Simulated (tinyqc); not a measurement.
From results back to parameters: defect, radiative and Auger recombination at equal electron and hole densities (ABC model). Four cases, with inputs chosen for the exercise.

Problem. The peak efficiency, the current at the peak and the differential lifetime there, tau_p = 1/(Ae + 2 B n_p + 3 C n_p^2), are given; Ae, B and C are hidden. n_p = sqrt(Ae/C), Q = B/sqrt(Ae C), IQE_max = Q/(Q + 2).

J/(e d) = Ae n + B n^2 + C n^3 with Ae = A + 4 S/w (four side walls, carriers spread evenly), e = 1.602176634e-19 C, lengths in cm; internal efficiency IQE = B n^2/(Ae n + B n^2 + C n^3); all injected carriers recombine in the layer.

Case 1.

Values chosen (out of a larger set: orders of magnitude like those quoted for Ge; not measured data): d = 890 nm (active thickness).

IQE_max = 0.174801
J at the peak = 9.22421 A/cm^2
tau_p = 982.379 ns

Case 2.

Values chosen (out of a larger set: orders of magnitude like those quoted for InP; not measured data): d = 94 nm (active thickness).

IQE_max = 0.970853
J at the peak = 3136.06 A/cm^2
tau_p = 0.828036 ns

Case 3.

Values chosen (out of a larger set: orders of magnitude like those quoted for Ge; not measured data): d = 640 nm (active thickness).

IQE_max = 0.179069
J at the peak = 0.177513 A/cm^2
tau_p = 6620.41 ns

Case 4.

Values chosen (out of a larger set: orders of magnitude like those quoted for Si; not measured data): d = 200000 nm (active thickness).

IQE_max = 0.0122501
J at the peak = 25.1263 A/cm^2
tau_p = 11224.4 ns

Find: Q; Ae; n_p; B; C.

Solution. Q = 2 IQE/(1 - IQE). At the peak B n = Q Ae and C n^2 = Ae, so 1/tau_p = Ae (4 + 2Q) and J = e d Ae n_p (2 + Q); B and C follow.

Case 1.

Q = 0.424
Ae = 2.10e+05 1/s
n_p = 1.27e+18 1/cm^3
B = 7.0e-14 cm^3/s
C = 1.3e-31 cm^6/s

Case 2.

Q = 66.6
Ae = 8.80e+06 1/s
n_p = 3.45e+18 1/cm^3
B = 1.7e-10 cm^3/s
C = 7.4e-31 cm^6/s

Case 3.

Q = 0.436
Ae = 3.10e+04 1/s
n_p = 2.29e+17 1/cm^3
B = 5.9e-14 cm^3/s
C = 5.9e-31 cm^6/s

Case 4.

Q = 0.0248
Ae = 2.20e+04 1/s
n_p = 1.76e+17 1/cm^3
B = 3.1e-15 cm^3/s
C = 7.1e-31 cm^6/s

Computed by tinyqc, one run a case: `OMP_NUM_THREADS=1 python tinyqc.py N N+1 out.jsonl` with N = 1650243, 1650308, 1650357, 1650395; one thread of a shared Intel(R) Xeon(R) Processor @ 2.30GHz, about 0.01 s a run at most.
